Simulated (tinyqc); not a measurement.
Reflectance across the plasma edge: free-carrier optics of a doped semiconductor (Drude model).

eps(E) = ei [1 - Ep^2/(E^2 + i E Gam)], with Ep^2 = 8 pi c (e^2/(4 pi eps0)) N/(m ei), c = hbar^2/2m0, N in 1/angstrom^3 (1e-24 per 1/cm^3); Gam = hbar/tau, tau = mu m m0/e with m0/e = 5.685630e-12 kg/C and mu in m^2/(V s). Energies in meV.

n + i k = sqrt(eps1 + i eps2) with k >= 0; R = ((n - 1)^2 + k^2)/((n + 1)^2 + k^2) at normal incidence from vacuum; alpha = 2 E k/(hbar c), times 1e8 for 1/cm; loss function Im(-1/eps) = eps2/(eps1^2 + eps2^2).

Constants: hbar^2/2m0 = 3.80998211 eV angstrom^2; e^2/(4 pi eps0) = 14.39964547 eV angstrom; hbar = 6.58211957e-16 eV s; hbar c = 1973.269805 eV angstrom.

Parameters, chosen for this exercise (mass and dielectric values near those of Si; N and mu are free inputs; interband absorption and the rise of the mass with filling are left out; the results hold for these values, not for the real material):
- N = 2e+19 1/cm^3 (carrier density)
- m = 0.28 m0 (conductivity mass)
- mu = 130 cm^2/(V s) (mobility)
- ei = 11.83 (high-frequency dielectric constant)

Spectrum:

| E (meV) | eps1 | eps2 | R | alpha (1/cm) |
|---|---|---|---|---|
| 9.1 | -78.17 | 314.55 | 0.872 | 1.31e+04 |
| 27.4 | -44.06 | 64.87 | 0.811 | 2.17e+04 |
| 45.6 | -20.03 | 22.22 | 0.749 | 2.31e+04 |
| 63.9 | -7.50 | 9.62 | 0.623 | 2.03e+04 |
| 91.2 | 1.27 | 3.68 | 0.207 | 1.06e+04 |
| 100.4 | 2.95 | 2.81 | 0.150 | 7.64e+03 |
| 114.1 | 4.81 | 1.96 | 0.161 | 5.06e+03 |
| 136.9 | 6.84 | 1.16 | 0.204 | 3.06e+03 |
| 182.5 | 8.96 | 0.50 | 0.250 | 1.54e+03 |
| 273.7 | 10.53 | 0.15 | 0.280 | 644 |
| 456.2 | 11.36 | 0.03 | 0.294 | 225 |

Give the missing row, E (meV) = 77.6.

Computed row:
```
E (meV)   eps1  eps2      R  alpha (1/cm)
77.6     -2.17  5.74  0.434      1.60e+04
```

Ep = 91.2 meV and Gam = 31.8 meV. R is 0.872 at the lowest energy and lowest, 0.150, at 100.4 meV of those listed; without damping it would vanish at Ep sqrt(ei/(ei - 1)) = 95.4 meV. At the highest energy R is 0.294, against 0.302 for ei alone. Between the last two rows alpha goes as E^-2.06, where the Drude limit far above Ep and Gam is E^-2.

(tinyqc, `OMP_NUM_THREADS=1 python tinyqc.py 1650125 1650126 out.jsonl`, Intel(R) Xeon(R) Processor @ 2.30GHz, 1 thread, shared host, about 0.01 s.)
